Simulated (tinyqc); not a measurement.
From x_t with autodoping back to film doping C_e: out-diffusion of a doped substrate or buried layer into a growing epitaxial film. Computed by tinyqc, a small Python program. Command: `OMP_NUM_THREADS=1 python tinyqc.py 3025952 3025953 out.jsonl buried inv`. One thread of a shared host (Intel(R) Xeon(R) Processor @ 2.30GHz), about 0.02 s of CPU time with the checks.

x is counted from the original substrate surface into the film, whose surface moves as x = v t. Substrate dopant has one diffusivity; the dopant of the film is taken as uniform.

Inputs (values chosen for the exercise, modelled on antimony in silicon):

| quantity | value | unit |
|---|---|---|
| prefactor D0 | 5.1 | cm^2/s |
| activation energy E | 3.87 | eV |
| substrate concentration C_s | 1.5e+18 | 1/cm^3 |
| growth rate v | 0.1 | um/min |
| film thickness d | 3.8 | um |
| growth temperature T | 1125 | C |
| autodoping level at the start, as a share of C_s | 4e-05 | - |
| decay length of autodoping | 0.77 | um |
| later thermal budget (Dt)2 | 3.7e-11 | cm^2 |

Film doping: opposite type.

Constants: k_B = 8.617333262e-05 eV/K.

Method:
- D = D0 exp(-E/(k_B T)); growth time t = d/v; l = 2 sqrt(D t); growth number G = v t/l = d/l; 1 um = 1e-4 cm.
- Temperatures in kelvin are T(C) + 273.15.
- After growth and the later budget: l2 = 2 sqrt(D t + (Dt)2); C(x) = (C_s/2) erfc(x/l2) + share x C_s exp(-x/decay length) for x > 0 (autodoping taken as unchanged by the later budget). The transition x_t solves C(x) = C_e, the metallurgical junction.
- Usable film = d - x_t. Also give x_t for the erfc term alone, after growth and after the later budget.

Problem. A run gave the result below. Find the film doping C_e, known to lie between 2.7e+15 and 4.6e+15 1/cm^3.

x_t with autodoping = 0.5264467 um

Solution.

Each step takes the trial c = (a f_b - b f_a)/(f_b - f_a), f being the result less the target and a, b, c the logarithms of the listed values; c replaces end b, the old b replaces a if the sign of f changed, and otherwise f_a is halved.

Scan of the range:

| film doping C_e (1/cm^3) | x_t with autodoping (um) |
|---|---|
| 2.70e+15 | 0.533518 |
| 2.95e+15 | 0.528388 |
| 3.22e+15 | 0.523277 |
| 3.52e+15 | 0.518038 |
| 3.85e+15 | 0.512727 |
| 4.21e+15 | 0.507386 |
| 4.60e+15 | 0.502049 |

False position (Illinois rule, in the logarithm of the input) inside the bracket:

| step | end a | end b | trial | x_t with autodoping (um) |
|---|---|---|---|---|
| 1 | 2.95000e+15 | 3.22000e+15 | 3.04977e+15 | 0.526451 |
| 2 | 3.22000e+15 | 3.04977e+15 | 3.05000e+15 | 0.526447 |
| 3 | 3.22000e+15 | 3.05000e+15 | 3.05000e+15 | 0.526447 |
| 4 | 3.05000e+15 | 3.05000e+15 | 3.05000e+15 | 0.526447 |

x_t with autodoping falls at every point of a 13-point scan of the range (every second point is shown), so one value fits; it is bracketed by 2.95e15 and 3.22e15. Answer: film doping C_e = 3.050e15 1/cm^3.
